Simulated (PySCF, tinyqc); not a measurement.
Inside a calculation. Method: MP2 on RHF in the 3-21g basis, for H3-, spin multiplicity 1. The basis has no diffuse functions, so it cannot describe the extra electron: this is an exercise in the method, not the real anion. The lowest restricted solution is unstable here: a spin-polarised one lies 0.0613 hartree lower (PySCF). Computed by tinyqc, a small Python program that keeps every step (integrals from PySCF). Settings: charge = -1, multiplicity = 1, basis = 3-21g, method = RHF, energy threshold = 1e-10, iteration cap = 64, orthogonalisation = symmetric, start = atomic densities, DIIS depth = 6. Command: `OMP_NUM_THREADS=1 python tinyqc.py 31292 31293 out.jsonl` (the two numbers bound the seeds that draw the settings). One thread of a shared host (Intel(R) Xeon(R) Processor @ 2.60GHz), about 0.1 s of CPU time with the checks. The early iterations of the SCF are left out here.

## One-electron integrals

Geometry (angstrom):
```
atom       x       y       z
H     0.0000  0.0000  0.0000
H     0.0000  0.0000  0.7610
H     0.0000  0.6590  0.3800
```

Basis 3-21g: exponents (1/bohr^2) and contraction coefficients of normalised primitives:
```
element  l (shell)  exponent  coefficient
H            s (1)    5.4472       0.1563
H            s (1)    0.8245       0.9047
H            s (2)    0.1832       1.0000
```

Overlap, kinetic and nuclear-attraction integrals over the contracted functions; the nuclear repulsion is the sum of Za Zb / Rab.

nuclear repulsion = 2.086184 hartree

overlap S, lower triangle:
```
        1H 1s   1H 2s   2H 1s   2H 2s   3H 1s   3H 2s
1H 1s  1.0000
1H 2s  0.6459  1.0000
2H 1s  0.3847  0.4724  1.0000
2H 2s  0.4724  0.8274  0.6459  1.0000
3H 1s  0.3850  0.4725  0.3845  0.4723  1.0000
3H 2s  0.4725  0.8276  0.4723  0.8273  0.6459  1.0000
```

kinetic energy T (hartree), lower triangle:
```
        1H 1s   1H 2s   2H 1s   2H 2s   3H 1s   3H 2s
1H 1s  1.5494
1H 2s  0.2932  0.2748
2H 1s  0.1853  0.1696  1.5494
2H 2s  0.1696  0.1987  0.2932  0.2748
3H 1s  0.1856  0.1696  0.1850  0.1695  1.5494
3H 2s  0.1696  0.1987  0.1695  0.1986  0.2932  0.2748
```

nuclear attraction V (hartree), lower triangle:
```
         1H 1s    1H 2s    2H 1s    2H 2s    3H 1s    3H 2s
1H 1s  -3.1017
1H 2s  -1.6460  -1.7702
2H 1s  -1.2073  -1.2558  -3.1012
2H 2s  -1.2559  -1.5369  -1.6457  -1.7701
3H 1s  -1.2082  -1.2561  -1.2066  -1.2556  -3.1015
3H 2s  -1.2562  -1.5371  -1.2555  -1.5368  -1.6459  -1.7702
```

core Hamiltonian H = T + V (hartree), lower triangle:
```
         1H 1s    1H 2s    2H 1s    2H 2s    3H 1s    3H 2s
1H 1s  -1.5522
1H 2s  -1.3528  -1.4954
2H 1s  -1.0220  -1.0862  -1.5518
2H 2s  -1.0863  -1.3383  -1.3526  -1.4953
3H 1s  -1.0226  -1.0865  -1.0216  -1.0861  -1.5521
3H 2s  -1.0865  -1.3384  -1.0860  -1.3381  -1.3527  -1.4954
```

## Two-electron integrals

Functions are numbered as in S; the eight-fold symmetry (ij|kl) = (ji|kl) = (kl|ij) leaves the list below.

Two-electron integrals (ij|kl) in chemists' order, unique and non-zero (hartree):
```
(11|11) 1.1401   (21|11) 0.6114   (21|21) 0.3452   (22|11) 0.6264
(22|21) 0.3803   (22|22) 0.4830   (31|11) 0.3614   (31|21) 0.2050
(31|22) 0.2268   (31|31) 0.1553   (32|11) 0.3310   (32|21) 0.1995
(32|22) 0.2460   (32|31) 0.1588   (32|32) 0.1840   (33|11) 0.6612
(33|21) 0.4067   (33|22) 0.5151   (33|31) 0.3614   (33|32) 0.4402
(33|33) 1.1401   (41|11) 0.4402   (41|21) 0.2494   (41|22) 0.2765
(41|31) 0.1588   (41|32) 0.1578   (41|33) 0.3310   (41|41) 0.1840
(42|11) 0.4920   (42|21) 0.3005   (42|22) 0.3873   (42|31) 0.1974
(42|32) 0.2255   (42|33) 0.4920   (42|41) 0.2255   (42|42) 0.3307
(43|11) 0.4067   (43|21) 0.2495   (43|22) 0.3194   (43|31) 0.2050
(43|32) 0.2494   (43|33) 0.6114   (43|41) 0.1995   (43|42) 0.3005
(43|43) 0.3452   (44|11) 0.5151   (44|21) 0.3194   (44|22) 0.4283
(44|31) 0.2268   (44|32) 0.2765   (44|33) 0.6264   (44|41) 0.2460
(44|42) 0.3873   (44|43) 0.3803   (44|44) 0.4830   (51|11) 0.3617
(51|21) 0.2052   (51|22) 0.2270   (51|31) 0.1348   (51|32) 0.1335
(51|33) 0.2788   (51|41) 0.1533   (51|42) 0.1877   (51|43) 0.1684
(51|44) 0.2060   (51|51) 0.1555   (52|11) 0.3311   (52|21) 0.1996
(52|22) 0.2461   (52|31) 0.1335   (52|32) 0.1458   (52|33) 0.3116
(52|41) 0.1509   (52|42) 0.2094   (52|43) 0.1898   (52|44) 0.2391
(52|51) 0.1589   (52|52) 0.1841   (53|11) 0.2786   (53|21) 0.1683
(53|22) 0.2058   (53|31) 0.1346   (53|32) 0.1531   (53|33) 0.3612
(53|41) 0.1334   (53|42) 0.1875   (53|43) 0.2049   (53|44) 0.2267
(53|51) 0.1347   (53|52) 0.1531   (53|53) 0.1552   (54|11) 0.3116
(54|21) 0.1897   (54|22) 0.2390   (54|31) 0.1335   (54|32) 0.1508
(54|33) 0.3309   (54|41) 0.1458   (54|42) 0.2093   (54|43) 0.1995
(54|44) 0.2460   (54|51) 0.1533   (54|52) 0.1821   (54|53) 0.1586
(54|54) 0.1840   (55|11) 0.6614   (55|21) 0.4068   (55|22) 0.5152
(55|31) 0.2787   (55|32) 0.3115   (55|33) 0.6610   (55|41) 0.3116
(55|42) 0.4462   (55|43) 0.4067   (55|44) 0.5151   (55|51) 0.3617
(55|52) 0.4403   (55|53) 0.3612   (55|54) 0.4401   (55|55) 1.1401
(61|11) 0.4403   (61|21) 0.2495   (61|22) 0.2765   (61|31) 0.1532
(61|32) 0.1509   (61|33) 0.3116   (61|41) 0.1822   (61|42) 0.2220
(61|43) 0.1898   (61|44) 0.2391   (61|51) 0.1589   (61|52) 0.1578
(61|53) 0.1334   (61|54) 0.1509   (61|55) 0.3311   (61|61) 0.1841
(62|11) 0.4921   (62|21) 0.3006   (62|22) 0.3874   (62|31) 0.1876
(62|32) 0.2094   (62|33) 0.4462   (62|41) 0.2220   (62|42) 0.3205
(62|43) 0.2754   (62|44) 0.3648   (62|51) 0.1976   (62|52) 0.2255
(62|53) 0.1875   (62|54) 0.2219   (62|55) 0.4921   (62|61) 0.2255
(62|62) 0.3307   (63|11) 0.3115   (63|21) 0.1897   (63|22) 0.2390
(63|31) 0.1531   (63|32) 0.1821   (63|33) 0.4401   (63|41) 0.1508
(63|42) 0.2219   (63|43) 0.2494   (63|44) 0.2764   (63|51) 0.1335
(63|52) 0.1508   (63|53) 0.1586   (63|54) 0.1577   (63|55) 0.3309
(63|61) 0.1458   (63|62) 0.2093   (63|63) 0.1840   (64|11) 0.4462
(64|21) 0.2754   (64|22) 0.3648   (64|31) 0.1876   (64|32) 0.2219
(64|33) 0.4919   (64|41) 0.2093   (64|42) 0.3205   (64|43) 0.3005
(64|44) 0.3873   (64|51) 0.1877   (64|52) 0.2219   (64|53) 0.1973
(64|54) 0.2254   (64|55) 0.4919   (64|61) 0.2094   (64|62) 0.3205
(64|63) 0.2254   (64|64) 0.3306   (65|11) 0.4068   (65|21) 0.2496
(65|22) 0.3195   (65|31) 0.1683   (65|32) 0.1897   (65|33) 0.4067
(65|41) 0.1898   (65|42) 0.2754   (65|43) 0.2495   (65|44) 0.3194
(65|51) 0.2052   (65|52) 0.2495   (65|53) 0.2049   (65|54) 0.2494
(65|55) 0.6114   (65|61) 0.1996   (65|62) 0.3006   (65|63) 0.1995
(65|64) 0.3005   (65|65) 0.3452   (66|11) 0.5152   (66|21) 0.3195
(66|22) 0.4284   (66|31) 0.2059   (66|32) 0.2390   (66|33) 0.5151
(66|41) 0.2391   (66|42) 0.3648   (66|43) 0.3194   (66|44) 0.4283
(66|51) 0.2270   (66|52) 0.2765   (66|53) 0.2267   (66|54) 0.2764
(66|55) 0.6264   (66|61) 0.2461   (66|62) 0.3874   (66|63) 0.2460
(66|64) 0.3873   (66|65) 0.3803   (66|66) 0.4830
```

## Orthogonalisation

S = U s U^T; symmetric (Loewdin) form X = U s^(-1/2) U^T, so that X^T S X = 1.

eigenvalues of S: 0.1126  0.1127  0.5610  0.6748  0.6755  3.8634

X, lower triangle:
```
         1H 1s    1H 2s    2H 1s    2H 2s    3H 1s   3H 2s
1H 1s   1.2807
1H 2s  -0.4950   2.1318
2H 1s  -0.1240   0.0485   1.2806
2H 2s   0.0485  -0.6601  -0.4950   2.1309
3H 1s  -0.1242   0.0485  -0.1238   0.0484   1.2807
3H 2s   0.0485  -0.6607   0.0484  -0.6596  -0.4950  2.1314
```

## Iteration 18 (converged): orbitals

converged F (hartree), lower triangle:
```
         1H 1s    1H 2s    2H 1s    2H 2s    3H 1s    3H 2s
1H 1s   0.2991
1H 2s  -0.3828  -0.1520
2H 1s  -0.4075  -0.3781   0.3263
2H 2s  -0.3992  -0.2102  -0.3866  -0.1480
3H 1s  -0.4796  -0.4385  -0.4087  -0.4001   0.2987
3H 2s  -0.4382  -0.2454  -0.3788  -0.2108  -0.3829  -0.1522
```

Diagonalise F' = X^T F X, C = X C', fill 2 alpha and 2 beta electrons from the bottom; D = 2 C_occ C_occ^T. Each column has its largest component positive (the first on a tie).

F' = X^T F X (hartree), lower triangle:
```
         1        2        3        4        5       6
1   1.0522
2  -0.6161   0.5834
3  -0.3624  -0.0259   1.0885
4  -0.0462  -0.1056  -0.7047   0.5450
5  -0.4274  -0.1136  -0.3632  -0.0475   1.0516
6  -0.1135  -0.2053  -0.0271  -0.1070  -0.6150  0.5840
```

orbital energies (hartree): MO1 -0.4774, MO2 0.2532, MO3 0.5249, MO4 1.0617, MO5 1.7433, MO6 1.7988

coefficients C:
```
          MO1      MO2      MO3      MO4      MO5      MO6
1H 1s  0.2696  -0.0709  -0.1222   0.6180   1.0547   0.5779
1H 2s  0.1880  -0.8943  -1.5628  -0.5171  -1.2549  -0.7397
2H 1s  0.2352   0.2013  -0.0012   0.5116   0.0087  -1.2501
2H 2s  0.1303   1.7562  -0.0112  -0.4437  -0.0100   1.5372
3H 1s  0.2701  -0.0689   0.1224   0.6193  -1.0615   0.5635
3H 2s  0.1889  -0.8742   1.5742  -0.5178   1.2637  -0.7219
```

D after iteration 18, lower triangle:
```
         1H 1s    1H 2s    2H 1s    2H 2s   3H 1s   3H 2s
1H 1s   0.1555
1H 2s   0.2282   1.6701
2H 1s   0.0983  -0.2715   0.1917
2H 2s  -0.1788  -3.0920   0.7682   6.2023
3H 1s   0.1554   0.2247   0.0993  -0.1715  0.1554
3H 2s   0.2258   1.6346  -0.2631  -3.0214  0.2224  1.5999
```

## Convergence

Stop when the energy changes by less than 1e-10 hartree and every element of the error matrix X^T (F D S - S D F) X is below 3e-06.

Course of the cycle:
```
iteration  E (hartree)     change  largest element of the error matrix
1            -1.898355          -                             2.47e-01
2            -1.135627   7.63e-01                             1.33e-01
3            -1.155306  -1.97e-02                             7.20e-03
4            -1.155409  -1.03e-04                             1.82e-03
5            -1.155432  -2.26e-05                             9.71e-04
6            -1.155454  -2.17e-05                             9.84e-04
7            -1.155467  -1.28e-05                             9.98e-04
8            -1.154567   9.00e-04                             2.51e-02
9            -1.155288  -7.21e-04                             1.01e-03
10           -1.154828   4.60e-04                             7.01e-03
11           -1.155042  -2.14e-04                             1.05e-03
12           -1.154859   1.83e-04                             1.23e-03
13           -1.154862  -3.56e-06                             1.74e-03
14           -1.154859   3.08e-06                             3.64e-05
15           -1.154859   1.68e-07                             2.24e-04
16           -1.154859   4.61e-08                             3.41e-05
17           -1.154859  -1.65e-09                             2.04e-06
18           -1.154859  -6.44e-12                             2.11e-08
```

PySCF RHF in the same basis = -1.154859 hartree

Converged in 18 iterations.

## Integrals over molecular orbitals

(pq|rs) = sum C_ip C_jq C_kr C_ls (ij|kl), one index at a time.

one-electron integrals over orbitals h = C^T H C (hartree), lower triangle:
```
         1        2        3        4        5        6
1  -2.0028
2  -0.0351  -1.0141
3   0.0007   0.0001  -0.9925
4  -0.2792   0.0146  -0.0002  -0.6313
5  -0.0006  -0.0001   0.3187  -0.0004  -0.2646
6   0.0300   0.2944   0.0001   0.0194   0.0001  -0.2461
```

Two-electron integrals over orbitals (pq|rs), unique and non-zero (hartree):
```
(11|11) 0.6826      (21|11) 0.0014      (21|21) 0.0758      (22|11) 0.4593
(22|21) 0.0336      (22|22) 0.4244      (31|11) -3.89e-05   (31|21) -1.88e-06
(31|22) -0.0006     (31|31) 0.0762      (32|11) -1.32e-06   (32|21) -0.0005
(32|22) -5.55e-05   (32|31) -0.0254     (32|32) 0.0284      (33|11) 0.4548
(33|21) -0.0231     (33|22) 0.3562      (33|31) 3.88e-04    (33|32) 4.37e-05
(33|33) 0.4126      (41|11) 0.1592      (41|21) -0.0009     (41|22) 0.0477
(41|31) 5.67e-06    (41|32) 3.26e-06    (41|33) 0.0472      (41|41) 0.0921
(42|11) -3.60e-04   (42|21) -0.0247     (42|22) -0.0148     (42|31) 2.82e-06
(42|32) 2.50e-04    (42|33) 0.0114      (42|41) -0.0010     (42|42) 0.0383
(43|11) -1.42e-05   (43|21) 2.87e-06    (43|22) 2.55e-04    (43|31) -0.0243
(43|32) 0.0119      (43|33) -2.05e-04   (43|41) 9.21e-06    (43|42) 3.22e-06
(43|43) 0.0390      (44|11) 0.5208      (44|21) -0.0015     (44|22) 0.3909
(44|31) 1.32e-05    (44|32) 5.64e-06    (44|33) 0.3897      (44|41) 0.0912
(44|42) -0.0009     (44|43) 1.02e-05    (44|44) 0.4357      (51|11) -7.09e-05
(51|21) 1.78e-05    (51|22) 0.0005      (51|31) -0.0736     (51|32) 0.0236
(51|33) -3.77e-04   (51|41) -1.11e-04   (51|42) -3.79e-06   (51|43) -0.0127
(51|44) -1.30e-04   (51|51) 0.1188      (52|11) 4.04e-05    (52|21) 4.53e-04
(52|22) 7.68e-05    (52|31) 0.0195      (52|32) -0.0041     (52|33) -2.60e-05
(52|41) 9.49e-06    (52|42) 8.92e-05    (52|43) 0.0039      (52|44) 1.59e-05
(52|51) -0.0324     (52|52) 0.0148      (53|11) -0.1447     (53|21) 0.0185
(53|22) -0.0535     (53|31) -2.90e-04   (53|32) -4.11e-05   (53|33) -0.0614
(53|41) -0.0653     (53|42) 0.0037      (53|43) -4.83e-05   (53|44) -0.0835
(53|51) 0.0005      (53|52) 5.46e-05    (53|53) 0.0743      (54|11) -2.55e-04
(54|21) 7.67e-06    (54|22) 4.42e-04    (54|31) -0.0709     (54|32) 0.0228
(54|33) -4.39e-04   (54|41) -1.80e-04   (54|42) -9.33e-06   (54|43) 0.0101
(54|44) -2.18e-04   (54|51) 0.0920      (54|52) -0.0240     (54|53) 4.81e-04
(54|54) 0.0894      (55|11) 0.6566      (55|21) -0.0519     (55|22) 0.4142
(55|31) 0.0009      (55|32) 1.02e-04    (55|33) 0.4696      (55|41) 0.1646
(55|42) -0.0023     (55|43) 7.36e-05    (55|44) 0.5104      (55|51) -0.0015
(55|52) -1.02e-04   (55|53) -0.1712     (55|54) -0.0015     (55|55) 0.7357
(61|11) 0.0033      (61|21) -0.0685     (61|22) -0.0314     (61|31) -2.71e-05
(61|32) 0.0005      (61|33) 0.0223      (61|41) 0.0058      (61|42) -0.0108
(61|43) -1.16e-05   (61|44) 0.0066      (61|51) 1.85e-05    (61|52) -0.0007
(61|53) -0.0310     (61|54) 2.79e-05    (61|55) 0.0814      (61|61) 0.1037
(62|11) -0.1457     (62|21) -0.0295     (62|22) -0.0716     (62|31) 0.0005
(62|32) 5.62e-05    (62|33) -0.0529     (62|41) -0.0628     (62|42) -0.0042
(62|43) 7.74e-05    (62|44) -0.0809     (62|51) -0.0008     (62|52) -1.11e-04
(62|53) 0.0430      (62|54) -4.84e-04   (62|55) -0.1138     (62|61) 0.0427
(62|62) 0.0864      (63|11) -5.07e-05   (63|21) 4.75e-04    (63|22) 3.99e-05
(63|31) 0.0208      (63|32) -0.0038     (63|33) -6.36e-05   (63|41) -3.10e-05
(63|42) 6.81e-05    (63|43) 0.0027      (63|44) -3.59e-05   (63|51) -0.0326
(63|52) 0.0135      (63|53) 9.12e-05    (63|54) -0.0250     (63|55) -1.95e-04
(63|61) -0.0007     (63|62) -7.09e-05   (63|63) 0.0150      (64|11) 0.0140
(64|21) -0.0640     (64|22) -0.0229     (64|31) -3.63e-05   (64|32) 4.64e-04
(64|33) 0.0242      (64|41) 0.0097      (64|42) 0.0130      (64|43) -2.73e-06
(64|44) 0.0117      (64|51) 2.90e-05    (64|52) -4.89e-04   (64|53) -0.0258
(64|54) 2.64e-05    (64|55) 0.0755      (64|61) 0.0736      (64|62) 0.0242
(64|63) -0.0005     (64|64) 0.0717      (65|11) 4.68e-05    (65|21) -0.0012
(65|22) -1.59e-04   (65|31) -0.0543     (65|32) 0.0268      (65|33) 1.52e-04
(65|41) 3.95e-05    (65|42) -3.67e-06   (65|43) -0.0031     (65|44) 4.56e-05
(65|51) 0.0840      (65|52) -0.0245     (65|53) -1.74e-04   (65|54) 0.0705
(65|55) 3.89e-04    (65|61) 0.0018      (65|62) 1.81e-04    (65|63) -0.0244
(65|64) 0.0014      (65|65) 0.0702      (66|11) 0.6326      (66|21) 0.0752
(66|22) 0.4849      (66|31) -0.0013     (66|32) -1.34e-04   (66|33) 0.4035
(66|41) 0.1452      (66|42) -0.0028     (66|43) -2.87e-05   (66|44) 0.4880
(66|51) 0.0019      (66|52) 2.15e-04    (66|53) -0.1074     (66|54) 0.0014
(66|55) 0.5520      (66|61) -0.0982     (66|62) -0.1838     (66|63) 1.27e-04
(66|64) -0.0672     (66|65) -3.79e-04   (66|66) 0.7331
```

## Second-order Moller-Plesset energy

Hartree-Fock energy = -1.154859 hartree

E2 = sum_ijab (ia|jb) [2 (ia|jb) - (ib|ja)] / (e_i + e_j - e_a - e_b) over occupied i, j and virtual a, b; the opposite-spin part is (ia|jb)^2 / denominator, the rest is same-spin, and SCS-MP2 scales them by 6/5 and 1/3.

Terms (the 40 largest of 64):
```
i  j  a  b  (ia|jb)  (ib|ja)  denominator       term
1  1  5  5   0.1188   0.1188      -4.4414    -0.0032
1  1  3  3   0.0762   0.0762      -2.0046    -0.0029
1  1  4  4   0.0921   0.0921      -3.0782    -0.0028
2  2  6  6   0.0864   0.0864      -3.0912    -0.0024
1  1  6  6   0.1037   0.1037      -4.5523    -0.0024
2  1  6  4  -0.0628  -0.0108      -3.0847    -0.0023
1  2  4  6  -0.0628  -0.0108      -3.0847    -0.0023
1  1  5  3  -0.0736  -0.0736      -3.2230    -0.0017
1  1  3  5  -0.0736  -0.0736      -3.2230    -0.0017
2  2  3  3   0.0284   0.0284      -0.5436    -0.0015
2  2  4  4   0.0383   0.0383      -1.6172    -0.0009
2  1  3  3  -0.0254  -0.0254      -1.2741    -0.0005
1  2  3  3  -0.0254  -0.0254      -1.2741    -0.0005
2  1  6  6   0.0427   0.0427      -3.8217  -4.78e-04
1  2  6  6   0.0427   0.0427      -3.8217  -4.78e-04
1  2  5  5  -0.0324  -0.0324      -3.7108  -2.83e-04
2  1  5  5  -0.0324  -0.0324      -3.7108  -2.83e-04
1  2  5  3   0.0236   0.0195      -2.4925  -2.63e-04
2  1  3  5   0.0236   0.0195      -2.4925  -2.63e-04
1  2  6  4  -0.0108  -0.0628      -3.0847   1.44e-04
2  1  4  6  -0.0108  -0.0628      -3.0847   1.44e-04
2  1  5  3   0.0195   0.0236      -2.4925  -1.21e-04
1  2  3  5   0.0195   0.0236      -2.4925  -1.21e-04
2  2  5  5   0.0148   0.0148      -2.9803  -7.36e-05
2  2  3  5  -0.0041  -0.0041      -1.7619  -9.48e-06
2  2  5  3  -0.0041  -0.0041      -1.7619  -9.48e-06
1  1  6  4   0.0058   0.0058      -3.8152  -8.89e-06
1  1  4  6   0.0058   0.0058      -3.8152  -8.89e-06
2  2  6  4  -0.0042  -0.0042      -2.3542  -7.58e-06
2  2  4  6  -0.0042  -0.0042      -2.3542  -7.58e-06
1  2  4  4  -0.0010  -0.0010      -2.3477  -4.32e-07
2  1  4  4  -0.0010  -0.0010      -2.3477  -4.32e-07
1  2  5  6  -0.0008  -0.0007      -3.7663  -1.63e-07
2  1  6  5  -0.0008  -0.0007      -3.7663  -1.63e-07
2  1  5  6  -0.0007  -0.0008      -3.7663  -1.33e-07
1  2  6  5  -0.0007  -0.0008      -3.7663  -1.33e-07
2  1  3  6   0.0005   0.0005      -2.5479  -1.10e-07
1  2  6  3   0.0005   0.0005      -2.5479  -1.10e-07
1  2  3  6   0.0005   0.0005      -2.5479  -9.62e-08
2  1  6  3   0.0005   0.0005      -2.5479  -9.62e-08
```

Pair energies (hartree; pair i-j sums ij and ji):
```
pair  opposite spin  same spin
1-1         -0.0146          0
2-1         -0.0059    -0.0018
2-2         -0.0049          0
```

MP2 correlation energy = -0.027161 hartree

SCS-MP2 correlation energy = -0.031062 hartree

MP2 total energy = -1.182020 hartree
